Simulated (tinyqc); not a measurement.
# Current crowding under a contact, resistor ladder against the transmission-line model, step by step

tinyqc, about 0.01 s, one thread, Intel Xeon 2.30GHz (shared host): `OMP_NUM_THREADS=1 python tinyqc.py 2760113 2760114 out.jsonl` Printed values are rounded.

A metal contact of length d and width W on a thin layer of the same width. The metal has no resistance, the sheet resistance under it equals Rsh, and current enters the layer at the front edge x = 0.

Values chosen for this exercise: sheet resistance of the semiconductor layer Rsh = 720 ohm/sq; specific contact resistivity rc = 2e-9 ohm cm^2; contact length d = 0.005 um; contact width W = 0.18 um; cells n = 8; current I = 0.1 mA.

Range of the model: Lt is below 20 nm, near the thickness of a real layer, where current spreads in depth and the line model fails.

## Conductances of the ladder

Cut the contact into n cells of length hc = d/n. Neighbouring cell centres are joined by a = W/(Rsh hc), each centre joins the metal (0 V) by g = W hc/rc, and I enters cell 1 through half a cell: -a v_(i-1) + b_i v_i - a v_(i+1) = I for i = 1 and 0 otherwise, b_i = g + 2 a (g + a at both ends). Rc = v_1/I + 1/(2 a).

a = 0.4 S
g = 0.0005625 S
b_i, cell 1 to 8 (S): 0.4005625  0.8005625  0.8005625  0.8005625  0.8005625  0.8005625  0.8005625  0.4005625

## Voltages and the share of the current

Cut the contact into n cells of length hc = d/n. Neighbouring cell centres are joined by a = W/(Rsh hc), each centre joins the metal (0 V) by g = W hc/rc, and I enters cell 1 through half a cell: -a v_(i-1) + b_i v_i - a v_(i+1) = I for i = 1 and 0 otherwise, b_i = g + 2 a (g + a at both ends). Rc = v_1/I + 1/(2 a). Cell i passes g v_i to the metal.

```
cell	v_i (mV)	share of the current (%)
1	22.76521	12.80543
2	22.54722	12.68281
3	22.36094	12.57803
4	22.20611	12.49094
5	22.08250	12.42141
6	21.98995	12.36935
7	21.92832	12.33468
8	21.89753	12.31736
```

Rc of the ladder = 228.9021 ohm

The first cell passes 12.8 % of the current and the last 12.3 %; an even spread would give 12.5 % each.

## The transmission-line result

Transfer length Lt = sqrt(rc/Rsh); front resistance Rc = (Rsh Lt/W) coth(d/Lt); end resistance Re = (Rsh Lt/W)/sinh(d/Lt). v(x) = I (Rsh Lt/W) cosh((d - x)/Lt)/sinh(d/Lt) at the cell centres x = (i - 1/2) d/n.

Lt = 0.01666667 um
Rc = 228.8492 ohm
Re = 218.9236 ohm
v(x), cell 1 to 8 (mV): 22.76394  22.54594  22.35965  22.20481  22.08119  21.98863  21.92700  21.89620

The ladder's Rc is 0.023 % above this value, with cells 0.037 Lt long.
